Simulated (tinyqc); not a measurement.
Worked calculation: lattice vibrations of a chain. Computed by tinyqc, a small Python program that keeps every step. Command: `OMP_NUM_THREADS=1 python tinyqc.py 30968 30969 out.jsonl` (the two numbers bound the seeds that draw the settings). One thread of a shared host (Intel(R) Xeon(R) Processor @ 2.60GHz), about 0.01 s of CPU time with the checks.

## Dynamical matrix at q = 0.47

A chain moving along its axis:

| atom | mass (u) | spring to the next atom (eV/angstrom^2) |
|---|---|---|
| 1 | 24.5000 | 28.6000 |
| 2 | 25.5000 | 14.3000 |
| 3 | 90.4000 | 20.1000 |
| 4 | 13.5000 | 24.5000 |

q is in units of 2 pi/a. A spring k from atom i to atom j, n cells on, adds k to Phi_ii and Phi_jj, -k exp(2 pi i q n) to Phi_ij and the conjugate to Phi_ji (for one atom a cell: 2k (1 - cos 2 pi q n)); D_ij = Phi_ij / sqrt(m_i m_j).

D(q) (eV/(angstrom^2 u)):
```
                1        2        3               4
1          2.1673  -1.1442   0.0000  1.3233+0.2524i
2         -1.1442   1.6824  -0.2978          0.0000
3          0.0000  -0.2978   0.3805         -0.5754
4  1.3233-0.2524i   0.0000  -0.5754          3.3037
```

## Frequencies

omega^2 are the eigenvalues; wavenumber = 521.4708 sqrt(eigenvalue) 1/cm.

eigenvalues: 0.2084  0.4639  2.4626  4.3990

wavenumbers (1/cm): 238.1  355.2  818.3  1093.7

weights |e|^2 of the mass-weighted modes:
```
        mode 1  mode 2  mode 3  mode 4
atom 1  0.0094  0.4696  0.1777  0.3433
atom 2  0.0343  0.4060  0.5036  0.0561
atom 3  0.9157  0.0174  0.0583  0.0087
atom 4  0.0406  0.1070  0.2605  0.5920
```

## Dispersion and heat capacity

C/k_B per atom = mean over q = (j + 1/2)/80, j = 0..39 and all branches of y^2 e^y/(e^y - 1)^2, y = hc wavenumber / k_B T.

Wavenumbers (1/cm):

| q | branch 1 | branch 2 | branch 3 | branch 4 |
|---|---|---|---|---|
| 0.0000 | 0.0000 | 456.9961 | 796.8669 | 1097.6677 |
| 0.0625 | 37.2839 | 454.2639 | 797.7584 | 1097.5210 |
| 0.1250 | 74.2412 | 446.2655 | 800.2627 | 1097.1014 |
| 0.1875 | 110.4987 | 433.5611 | 803.9213 | 1096.4679 |
| 0.2500 | 145.5611 | 417.0136 | 808.1112 | 1095.7119 |
| 0.3125 | 178.6455 | 397.8214 | 812.1784 | 1094.9460 |
| 0.3750 | 208.2527 | 377.8555 | 815.5394 | 1094.2889 |
| 0.4375 | 231.0373 | 360.7417 | 817.7442 | 1093.8456 |
| 0.5000 | 240.3007 | 353.3494 | 818.5110 | 1093.6892 |

Heat capacity:

| T (K) | C/k_B per atom |
|---|---|
| 20 | 0.0385 |
| 50 | 0.0992 |
| 100 | 0.2009 |
| 200 | 0.3837 |
| 300 | 0.5388 |
| 600 | 0.8071 |
| 1200 | 0.9425 |

zero-point energy per atom = 38.0289 meV
